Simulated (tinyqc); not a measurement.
Inside a calculation. Model: ballistic transport through the one-dimensional subbands of a rectangular nanowire or nanosheet channel. Computed by tinyqc, a small Python program that keeps every step. Command: `OMP_NUM_THREADS=1 python tinyqc.py 3003445 3003446 out.jsonl wire walk`. One thread of a shared host (Intel(R) Xeon(R) Processor @ 2.30GHz), about 0.03 s of CPU time with the checks. Intermediate numbers are printed to about 6 digits and carried at full precision; extremes and crossings named in words are read from the listed rows.

Hard walls, parabolic subbands, transport along x. Energies are counted from the bulk conduction band edge at the top of the barrier, which the gate pulls down by U; the source Fermi level lies at the bulk edge when U = 0.

Inputs (values chosen for the exercise, modelled on silicon):
```
quantity                                   value  unit
light mass m_t                              0.19   m_0
heavy mass m_l                             0.927   m_0
height a                                     3.2    nm
width b                                      4.9    nm
equivalent oxide thickness t                 1.4    nm
gate voltage above flat band V_G            0.52     V
drain voltage V_D                           0.01     V
temperature T                                300     K
mean free path for back-scattering lambda     62    nm
channel length L                              93    nm
```

Valleys: silicon [100] wire.

Constants: hbar^2/(2 m_0) = 3.80998212 eV angstrom^2; k_B = 8.617333262e-05 eV/K; m_0 = 9.1093837015e-31 kg; k_B = 1.380649e-23 J/K; hbar = 1.054571817e-34 J s; eps_0 = 8.8541878128e-12 F/m; e = 1.602176634e-19 C; h = 6.62607015e-34 J s.

## Subbands

E_pq = (hbar^2 pi^2/2)(p^2/(m_y b^2) + q^2/(m_z a^2)); valley pairs: (m_x, m_y, m_z) = (m_t, m_t, m_l), (m_t, m_l, m_t), (m_l, m_t, m_t), each with degeneracy g = 2; the 10 lowest subbands are kept.

Subbands:
```
valley axis  p  q  E (meV)  m_x (m_0)
z            1  1  122.042      0.190
y            1  1  210.167      0.190
z            1  2  240.882      0.190
y            2  1  260.851      0.190
x            1  1  275.700      0.927
y            3  1  345.324      0.190
z            2  1  369.327      0.190
z            1  3  438.950      0.190
y            4  1  463.587      0.190
z            2  2  488.168      0.190
```

The second subband lies 88.1 meV, or 3.41 k_B T, above the first; the lowest belongs to the valleys with the heavy mass across the height.

## Self-consistent barrier

F_j(eta) = (1/Gamma(j + 1)) int_0^infinity x^j/(1 + exp(x - eta)) dx, F_0 = ln(1 + exp(eta)). Integrals over x = E/(k_B T) use 160 Gauss-Legendre points in u = sqrt(x) from 0 to sqrt(max(eta, 0) + 32). With degeneracy g = 2, eta_i = (U - E_i)/(k_B T) and u = e V_D/(k_B T): line density n = sum_i g sqrt(2 m_x k_B T/pi)/(2 hbar) [F_-1/2(eta_i) + F_-1/2(eta_i - u)]; gate: e n = C_ox (V_G - U/e), C_ox = 3.9 eps_0 2 (a + b)/t (flat-plate estimate); I = (2 e k_B T/h) sum_i g [F_0(eta_i) - F_0(eta_i - u)].

C_ox = 399.577 aF/micrometre

U = 186.328 meV

Occupation:
```
subband     eta_i   n_i (1/nm)  I_i (microampere)
1          2.4867  6.41542e-01        1.40689e+00
2         -0.9221  1.09527e-01        3.83418e-01
3         -2.1102  3.84052e-02        1.41390e-01
4         -2.8827  1.84141e-02        6.87175e-02
5         -3.4571  2.32357e-02        3.94642e-02
6         -6.1503  7.24609e-04        2.73612e-03
7         -7.0787  2.86564e-04        1.08238e-03
8         -9.7718  1.94010e-05        7.32920e-05
9        -10.7249  7.48061e-06        2.82601e-05
10       -11.6757  2.89077e-06        1.09207e-05
```

line density n = 0.832165 1/nm

ballistic current I = 2.04381 microampere

mean velocity I/(e n) = 0.153293 1e7 cm/s

1 of the subbands lie below the source Fermi level; the lowest carries 69 % of the current with 77 % of the charge. The gate spends 36 % of V_G on moving the bands.

## Conductance, capacitance and scattering

Linear conductance G = (2 e^2/h) sum_i g f(eta_i), g = 2, f = 1/(1 + exp(-eta_i)), with the barrier frozen at the eta_i above; current per perimeter I/(2(a + b)); with scattering, transmission lambda/(lambda + L) and low-bias resistance (1 + L/lambda)/G.

open modes sum g f = 2.80494

ballistic conductance = 217.329 microsiemens

current per perimeter = 126.161 microampere/micrometre

transmission = 0.4

low-bias resistance with scattering = 11.5033 kiloohm

Even without scattering the wire has h/(2 e^2 M) = 4.60 kiloohm, which sits in the contacts.

## Gate sweep

Open modes are sum_i g/(1 + exp(-eta_i)). The last column is e dn/dV_G over C_ox, taken up to the next row.

Against the gate voltage:
```
V_G (V)   U (meV)     n (1/nm)  I (microampere)   open modes     C_g/C_ox
-0.180   -180.001  3.02257e-06      1.13843e-05  1.77175e-05  6.00854e-04
-0.078    -78.062  1.55870e-04      5.87020e-04  9.13527e-04  4.28413e-02
0.042      36.797  1.29772e-02      4.84966e-02  7.50644e-02  4.47610e-01
0.170     107.502  1.55866e-01      5.32646e-01  7.82976e-01  7.13258e-01
0.270     136.177  3.33750e-01      1.01866e+00  1.43499e+00  7.80913e-01
0.400     164.658  5.86934e-01      1.56268e+00  2.14730e+00  8.22225e-01
0.540     189.546  8.74018e-01      2.12714e+00  2.92075e+00  8.61376e-01
0.700     211.726  1.21774e+00      2.82595e+00  3.89065e+00  8.92170e-01
0.870     230.057  1.59599e+00      3.58275e+00  4.92149e+00  9.14176e-01
1.100     249.797  2.12037e+00      4.54474e+00  6.19790e+00            -
```

Between the first two rows the current rises one decade per 60 mV, against the limit ln(10) k_B T/e = 60 mV. Above threshold C_g/C_ox lies between 0.71 and 0.91: the quantum capacitance in series costs a visible part.

Checks made by the program: density of the lowest subband against a direct sum over k (relative difference 1e-09).
